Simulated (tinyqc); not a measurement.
Worked calculation: plane-wave Kohn-Sham cycle with exchange-only LDA in a layered model solid. One step of it, computed by the program tinyqc.

Problem. Iteration 2: potential. V_H(G) = 4 pi rho(G)/G^2 for G != 0 (uniform background); v_x = -(3 rho/pi)^(1/3); V = V_ext + V_H + v_x; Fourier components f(G_m) = (1/N) sum_j f(x_j) exp(-i G_m x_j).

A solid whose potential varies along x alone (atomic units):
```
parameter                      value
period a                    4.400000
cross-section of the cell  30.000000
electrons per cell                 4
grid points                       16
plane waves -n..n, n               2
k points                           1
V1 in V1 cos(2 pi x/a)     -0.170000
```

density after iteration 1 (e/bohr^3): [0.02931267, 0.02975575, 0.03077140, 0.03164990, 0.03178534, 0.03105410, 0.02983698, 0.02875238, 0.02832415, 0.02875238, 0.02983698, 0.03105410, 0.03178534, 0.03164990, 0.03077140, 0.02975575]

Give: Potentials on the grid; V(G_m), m = 0, 1, 2, ....

Solution.

Potentials on the grid (hartree):
```
x         V_ext       V_H      v_x        V
0.0000  -0.1700    0.0012  -0.3036  -0.4724
0.2750  -0.1571    0.0017  -0.3052  -0.4606
0.5500  -0.1202    0.0026  -0.3086  -0.4262
0.8250  -0.0651    0.0030  -0.3115  -0.3735
1.1000        0    0.0023  -0.3119  -0.3097
1.3750   0.0651  2.02e-04  -0.3095  -0.2443
1.6500   0.1202   -0.0026  -0.3054  -0.1878
1.9250   0.1571   -0.0049  -0.3017  -0.1495
2.2000   0.1700   -0.0058  -0.3002  -0.1360
2.4750   0.1571   -0.0049  -0.3017  -0.1495
2.7500   0.1202   -0.0026  -0.3054  -0.1878
3.0250   0.0651  2.02e-04  -0.3095  -0.2443
3.3000        0    0.0023  -0.3119  -0.3097
3.5750  -0.0651    0.0030  -0.3115  -0.3735
3.8500  -0.1202    0.0026  -0.3086  -0.4262
4.1250  -0.1571    0.0017  -0.3052  -0.4606
```

V(G_m), m = 0, 1, 2, ... (hartree): [-0.3070, -0.0842, 0.0014, 0.0001, 0.0000]
